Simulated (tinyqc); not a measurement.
Changing the hold time t: thermal stress and diffusional relaxation in a metal film: Coble and Nabarro-Herring creep, cooling and holds. Computed by tinyqc, a small Python program. Command: `OMP_NUM_THREADS=1 python tinyqc.py 3020452 3020453 out.jsonl creep sweep`. One thread of a shared host (Intel(R) Xeon(R) Processor @ 2.30GHz), about 0.02 s of CPU time with the checks.

A thin film on a rigid substrate is stress-free at T0. Tension is positive and the film creeps linearly: d sigma/dt = -M (mismatch) dT/dt - sigma/tau.

Inputs (values chosen for the exercise, modelled on gold films on silicon): biaxial modulus M = 130 GPa; expansion mismatch = 11.4 1e-6/K; atomic volume Omega = 17 angstrom^3; lattice prefactor D0 = 7.8e-06 m^2/s; lattice energy E = 1.86 eV; boundary prefactor (delta D_b)0 = 2.2e-16 m^3/s; boundary energy E_b = 0.853 eV; grain size d = 0.85 um; stress-free temperature T0 = 400 C; hold temperature T = 100 C; yield stress = 360 MPa.

Constants: k_B = 1.380649e-23 J/K; k_B = 8.617333262e-05 eV/K.

Method:
- Thermoelastic slope = M x mismatch; sigma_0 = slope x (T0 - T).
- Creep rate per stress: Nabarro-Herring 14 D Omega/(k_B T d^2), Coble (14 pi) delta D_b Omega/(k_B T d^3), with D = D0 exp(-E/(k_B T)), delta D_b = (delta D_b)0 exp(-E_b/(k_B T)); 1/tau = M x (sum of both)/2 (biaxial strain rate is half the uniaxial one).
- Temperatures in kelvin are T(C) + 273.15.
- sigma(t) = sigma_0 exp(-t/tau), relaxed part sigma_0 - sigma(t); the grain size where both mechanisms are equal is pi delta D_b/D.

One run for each value:
```
hold time t (h)  stress after the hold (MPa)  stress relaxed during the hold (MPa)
0.098                                 443.00                                  1.60
0.23                                  440.86                                  3.74
0.52                                  436.20                                  8.40
1.2                                   425.45                                 19.15
2.8                                   401.20                                 43.40
6.4                                   351.56                                 93.04
15                                    256.44                                188.16
34                                    127.72                                316.88
78                                     25.42                                419.18
```

Over the rows, stress after the hold (MPa) falls from 443 to 25.4 (exponent d ln y / d ln x -0.0057 between the first rows and -1.9 between the last); stress relaxed during the hold (MPa) rises from 1.60 to 419 (exponent d ln y / d ln x 1.00 between the first rows and 0.34 between the last). At the low end the exponent of stress relaxed during the hold is 1.00, close to 1: the hold is short against tau.

Caution (all rows): the elastic stress exceeds the yield stress, so dislocation glide would cap it first. Caution (all rows): bulk creep laws overstate relaxation in a bonded film, where the substrate constrains boundary diffusion, and dislocation glide is left out.
